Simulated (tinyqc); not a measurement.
From results back to parameters: three-band (Emery) model of a CuO2 plane downfolded to one band.

Problem. With d at 0, oxygen p at -D, hoppings tpd and tpp and k in pi/a: at (1,0) the bonding and antibonding levels are the roots of E (E + D) = 4 tpd^2, and at (1,1) the top level solves E (E + D - 4 tpp) = 8 tpd^2. The levels below come from hidden parameters.

levels at (1,0) (eV): bonding -4.87454, antibonding 2.07454

top level at (1,1) = 4.26360 eV

Find: D, tpd, tpp.

Solution. The sum of the roots is -D and their product -4 tpd^2; then tpp = (E + D - 8 tpd^2/E)/4.

D, tpd, tpp (eV): 2.80  1.59  0.58

Computed by tinyqc, a small Python program: `OMP_NUM_THREADS=1 python tinyqc.py 1450505 1450506 out.jsonl` (the numbers bound the seed that draws the inputs); one thread of a shared host (Intel(R) Xeon(R) Processor @ 2.30GHz), about 0.04 s for the whole set of steps.
